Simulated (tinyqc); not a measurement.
Changing the phonon damping: single-oscillator infrared dielectric function of a polar cubic crystal. Computed by tinyqc, a small Python program. Command: `OMP_NUM_THREADS=1 python tinyqc.py 3016256 3016257 out.jsonl infrared sweep`. One thread of a shared host (Intel(R) Xeon(R) Processor @ 2.30GHz), about 0.01 s of CPU time with the checks.

One ion pair, charges +Z* and -Z*, in a cell of volume Omega = a^3/4. Frequencies omega are given as wavenumbers (1/cm); eps_s is the static dielectric constant.

Inputs (values chosen for the exercise, modelled on cadmium telluride):

| quantity | value | unit |
|---|---|---|
| lattice constant a | 6.48 | angstrom |
| mass M_A | 112.41 | u |
| mass M_B | 127.6 | u |
| omega_TO | 144 | 1/cm |
| Born charge Z* | 2.28 | e |
| eps_inf | 7.24 | - |
| probe frequency / omega_TO | 1.1 | - |

Structure: zinc blende. Free carriers: absent.

Constants: nu for 1 eV/(angstrom^2 u) = 15.6333042 THz; 1 THz = 33.35640952 1/cm; e^2/(4 pi eps_0) = 14.39964548 eV angstrom.

Method:
- mu = M_A M_B/(M_A + M_B); ionic plasma term W^2 = 4 pi Z*^2 (e^2/(4 pi eps_0))/(Omega mu) in eV/(angstrom^2 u), turned into 1/cm by W = 15.6333042 x 33.35640952 x sqrt(W^2); omega_LO^2 = omega_TO^2 + W^2/eps_inf; eps_s = eps_inf + W^2/omega_TO^2; Szigeti charge 3 Z*/(eps_inf + 2); longitudinal (Callen) charge Z*/eps_inf.
- eps(omega) = eps_inf + W^2/(omega_TO^2 - omega^2 - i gamma omega); n + i k = sqrt(eps) with k >= 0; R = |(n + i k - 1)/(n + i k + 1)|^2 at normal incidence from vacuum.
- omega is the probe ratio times omega_TO. Intensity decays over 1/(4 pi omega k); the loss function is Im(-1/eps).

One run for each value:

| phonon damping gamma (1/cm) | reflectivity R | k | n | Im eps | penetration depth of the intensity (micrometre) |
|---|---|---|---|---|---|
| 0.29 | 0.98627 | 2.6849 | 0.0284 | 0.1524 | 1.8711 |
| 0.59 | 0.97226 | 2.6845 | 0.0577 | 0.3100 | 1.8715 |
| 1.20 | 0.94442 | 2.6825 | 0.1173 | 0.6295 | 1.8728 |
| 2.50 | 0.88792 | 2.6740 | 0.2437 | 1.3033 | 1.8787 |
| 5.00 | 0.79005 | 2.6417 | 0.4815 | 2.5439 | 1.9017 |
| 10.00 | 0.63401 | 2.5233 | 0.9198 | 4.6419 | 1.9910 |
| 21.00 | 0.43125 | 2.1337 | 1.6334 | 6.9705 | 2.3545 |
| 43.00 | 0.28963 | 1.4463 | 2.2670 | 6.5576 | 3.4735 |

Describe and explain the trends.

Over the rows, reflectivity R falls from 0.986 to 0.290 (exponent d ln y / d ln x -0.020 between the first rows and -0.56 between the last); k falls from 2.68 to 1.45 (exponent d ln y / d ln x -2.5e-4 between the first rows and -0.54 between the last); n rises from 0.0284 to 2.27 (exponent d ln y / d ln x 1.00 between the first rows and 0.46 between the last). Away from the resonance the phonon part of Im eps is proportional to gamma; inside a band of negative Re eps damping lets energy in and lowers R.
